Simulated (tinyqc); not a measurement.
# Phonon and roughness prefactors from two fields

Inverse problem. At 300 K and high field 1/mu = E^(1/3)/Ap + E^gs/As, E in MV/cm. Find Ap and As.

Values chosen for this exercise: exponent of the roughness term gs = 1.3.

mu at E = 0.43 and 1.22 MV/cm (cm^2/(V s)): 135.35550  75.963233

Answer. Two linear equations in 1/Ap and 1/As.

Ap = 120 cm^2/(V s)
As = 304 cm^2/(V s)

Computed by the program tinyqc: `OMP_NUM_THREADS=1 python tinyqc.py 2510040 2510041 out.jsonl`, one thread of a shared Intel Xeon 2.30GHz, about 0.01 s for the whole run.
